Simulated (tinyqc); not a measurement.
Bloch-Grueneisen resistivity of a metal. From one set of inputs to another, one input at a time. Computed by tinyqc, a small Python program. Command: `OMP_NUM_THREADS=1 python tinyqc.py 3003459 3003460 out.jsonl bg ladder`. One thread of a shared host (Intel(R) Xeon(R) Processor @ 2.30GHz), about 0.01 s of CPU time with the checks.

Electrons scatter from a Debye spectrum of phonons (n = 5 for scattering within one band, n = 3 for scattering into a second, heavy band) and from static defects.

The inputs printed are set A. Set A is modelled on aluminium; the values taken over come from a set modelled on silver. Inputs not listed in the table keep their values of set A, so the rows need not describe a real material.

Inputs (values chosen for the exercise, modelled on aluminium): exponent n = 5; Debye temperature Theta = 409 K; transport coupling lambda_tr = 0.35; Drude plasma energy hbar w_p = 12 eV; residual resistivity rho_0 = 2.1 microohm cm; temperature T = 400 K.

Addition: none.

Constants: k_B = 1.380649e-23 J/K; hbar = 1.054571817e-34 J s; eps_0 = 8.8541878128e-12 F/m; hbar = 6.582119569e-16 eV s; k_B = 8.617333262e-05 eV/K.

Method:
- rho_ph = (n - 1) rho_1 (T/Theta)^n J_n(Theta/T), with rho_1 = 2 pi lambda_tr k_B Theta/(hbar eps_0 w_p^2), the high-temperature line at T = Theta.
- J_n(y) = int_0^y x^n e^x/(e^x - 1)^2 dx, by 96 Gauss-Legendre points (upper limit at most 60).
- Matthiessen's rule: rho = rho_0 + rho_ph.
- Temperature coefficient (1/rho) d rho/dT by a central difference of +/- 0.5 K; residual ratio rho(295 K)/rho(4.2 K); scattering time tau = 1/(eps_0 w_p^2 rho); Wiedemann-Franz kappa = L_0 T/rho, L_0 = (pi^2/3)(k_B/e)^2.

Each row keeps all changes above it; columns: (1) input moved; (2) from; (3) to; (4) resistivity rho (microohm cm); (5) phonon resistivity rho_ph (microohm cm); (6) Wiedemann-Franz conductivity (W/(m K)):
```
(1)                                 (2)   (3)    (4)    (5)    (6)
set A                                 -     -  5.795  3.695  168.6
Drude plasma energy hbar w_p (eV)    12   8.8  8.970  6.870  108.9
temperature T (K)                   400    40  2.131  0.031   45.9
Debye temperature Theta (K)         409   217  2.299  0.199   42.5
transport coupling lambda_tr       0.35  0.11  2.163  0.063   45.2
```

Resistivity rho goes from 5.79 to 2.16, a factor 0.373 in all. The largest single move comes from temperature T (a factor 0.238), and Drude plasma energy hbar w_p works against it (a factor 1.55). Phonon resistivity rho_ph goes from 3.69 to 0.0626, a factor 0.0169 in all. The largest single move comes from temperature T (a factor 0.00455), and Debye temperature Theta works against it (a factor 6.37). Wiedemann-Franz conductivity goes from 169 to 45.2, a factor 0.268 in all. The largest single move comes from temperature T (a factor 0.421). The single moves hold for this order of the switches; the total does not depend on the order.

Extremes, crossings and ranges named in words are read from the listed rows.
